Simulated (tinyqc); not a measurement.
# Changing the share f_2 of kappa

Model: heat flow across a film from the phonon Boltzmann equation in the relaxation-time approximation. Computed by tinyqc, a small Python program. Command: `OMP_NUM_THREADS=1 python tinyqc.py 3018726 3018727 out.jsonl slabbte sweep`. One thread of a shared host (Intel(R) Xeon(R) Processor @ 2.30GHz), about 0.02 s of CPU time with the checks.

Two black walls, hot at x = 0 and cold at x = L, emit phonons isotropically. For one free path Lambda, with tau = x/Lambda, tau_L = L/Lambda and phi = (T - T_cold)/Delta T, energy balance gives phi(tau) = (1/2) [E2(tau) + int_0^tau_L phi(s) E1(|tau - s|) ds]; E_n are the exponential integrals. The flux over the ballistic flux C v Delta T/4 is psi = 1 - 2 int_0^tau_L phi(s) E2(s) ds, and kappa_eff/kappa = (3/4) tau_L psi. kappa = C v Lambda/3 is an input, so at fixed kappa a longer free path means a smaller C v.

Inputs (values chosen for the exercise, modelled on gallium nitride):
```
quantity,value,unit
bulk conductivity kappa,184,W/(m K)
film thickness L,120,nm
wall temperature difference Delta T,10,K
free path Lambda_1,140,nm
free path Lambda_2,1300,nm
```

Free-path groups: two.

Method:
- Cut the film into n equal cells with constant phi, collocated at the centres c_i: the kernel integrates to A_ij = |E2(|c_i - e_j|) - E2(|c_i - e_(j+1)|)|/2 for cell edges e_j, and A_ii = 1 - E2(half a cell); solve (1 - A) phi = E2(c)/2; psi = 1 - 2 sum_j phi_j [E3(e_j) - E3(e_(j+1))].
- Each group is solved on its own with 150 and 300 cells, psi = (4 psi(300) - psi(150))/3, and weighted by its share of kappa (f_1 is what the others leave); exchange of energy between groups inside the film is left out.
- Flux J = kappa_eff Delta T/L; apparent boundary resistance per wall (L/kappa_eff - L/kappa)/2.

One run for each value:
```
share f_2 of kappa,kappa_eff/kappa,apparent resistance per wall (m^2 K/GW),flux J (GW/m^2)
0.02,0.37240,0.5496,5.7101
0.12,0.34091,0.6304,5.2272
0.22,0.30942,0.7278,4.7444
0.32,0.27792,0.8472,4.2615
0.42,0.24643,0.9971,3.7787
0.52,0.21494,1.1910,3.2958
0.62,0.18345,1.4514,2.8130
```

Over the rows, kappa_eff/kappa falls from 0.372 to 0.183 (exponent d ln y / d ln x -0.049 between the first rows and -0.90 between the last); apparent resistance per wall (m^2 K/GW) rises from 0.550 to 1.45 (exponent d ln y / d ln x 0.077 between the first rows and 1.1 between the last); flux J (GW/m^2) falls from 5.71 to 2.81 (exponent d ln y / d ln x -0.049 between the first rows and -0.90 between the last). Moving conductivity from short to long free paths at fixed kappa makes more of it vulnerable to the walls.
